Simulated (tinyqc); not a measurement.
Inside a calculation. Model: single-junction solar cell, detailed-balance limit.

Computed by the program tinyqc: `OMP_NUM_THREADS=1 python tinyqc.py 2820042 2820043 out.jsonl`, one thread of a shared Intel Xeon 2.30GHz, about 0.01 s for the whole run. Printed values are rounded.

Every photon above the gap Eg makes one pair and none below is absorbed; carriers thermalise at T and move without loss. Jsc = q fs X Phi(Eg, Ts); the dark current is J0 = q ge Phi(Eg, T)/ERE with the Boltzmann factor exp(V/Vt). The efficiency is the electrical power over fs X sigma Ts^4.

Inputs (values chosen for the exercise):
- T = 300 K (cell temperature)
- Ts = 5778 K (temperature of the black-body sun)
- fs = 2.16e-5 (share of the hemisphere filled by the sun)
- X = 1 (concentration)
- ERE = 0.3 (external radiative efficiency)
- ge = 2 (number of faces that emit)
- Eg = 0.77 eV (band gap)

Constants: q = 1.602176634e-19 C, kB = 1.380649e-23 J/K, h = 6.62607015e-34 J s, c = 299792458 m/s, Vt = kB T/q. Results are converted to the units shown.

## Photon flux of the source, term by term

Photon flux above E from a black body at temperature T into a hemisphere: Phi(E, T) = A sum_k exp(-k E/th)[E^2 th/k + 2 E th^2/k^2 + 2 th^3/k^3], k = 1, 2, ..., with th = kB T/q in eV and A = 2 pi q^3/(h^3 c^2). The first six terms at E = Eg, T = Ts are listed; the flux takes all.

th = 0.4979095 eV
A = 9.883290e22 cm^-2 s^-1 eV^-3
terms k = 1..6 (eV^3): [0.1967849, 0.01242704, 0.001449218, 2.089648e-4, 3.344661e-5, 5.691725e-6]
Phi(Eg, Ts) = 2.084490e22 cm^-2 s^-1

The first term, the Boltzmann limit, holds 93.3 % of the flux.

## Photocurrent, dark current and incident power

Photon flux above E from a black body at temperature T into a hemisphere: Phi(E, T) = A sum_k exp(-k E/th)[E^2 th/k + 2 E th^2/k^2 + 2 th^3/k^3], k = 1, 2, ..., with th = kB T/q in eV and A = 2 pi q^3/(h^3 c^2). Jsc = q fs X Phi(Eg, Ts), J0 = q ge Phi(Eg, T)/ERE. Pin = fs X sigma Ts^4, sigma = 2 pi^5 kB^4/(15 h^3 c^2).

Jsc = 72.13797 mA/cm^2
J0 = 2.007737e-7 mA/cm^2
Pin = 136.5135 mW/cm^2

## Iteration 1: maximum power point by substitution

v at the start = 0

v = Vmp/Vt solves (1 + v) exp(v) = 1 + Jsc/J0; v(new) = ln[(1 + Jsc/J0)/(1 + v)].

v after iteration 1 = 19.69967

## Iteration 2: maximum power point by substitution

As before.

v after iteration 2 = 16.66955

## Course of the iteration: maximum power point by substitution

Stop when v changes by less than 1e-10, or after 40 iterations.

Course of the iteration:
```
iteration,v,|change|
1,19.69967,19.7
2,16.66955,3.03
3,16.82783,0.158
4,16.81891,8.92e-3
5,16.81941,5.00e-4
6,16.81938,2.81e-5
7,16.81938,1.58e-6
8,16.81938,8.84e-8
9,16.81938,4.96e-9
10,16.81938,2.78e-10
11,16.81938,1.56e-11
```

Converged in 11 iterations. At the end each change is about 0.056 times the one before, with alternating sign: linear convergence.

## Voltages, fill factor and efficiency

v = 16.81938

Voc = Vt ln(1 + Jsc/J0), Vmp = v Vt, Jmp = Jsc - J0 (exp(v) - 1), FF = Vmp Jmp/(Voc Jsc), efficiency Vmp Jmp/Pin.

Voc = 0.5092758 V
Eg/q - Voc = 0.2607242 V
Vmp = 0.4348146 V
Jmp = 68.08969 mA/cm^2
FF = 0.8058765
efficiency = 21.68752 %

Of the voltage deficit, Vt ln(1/ERE) = 31.1 mV is due to non-radiative recombination.
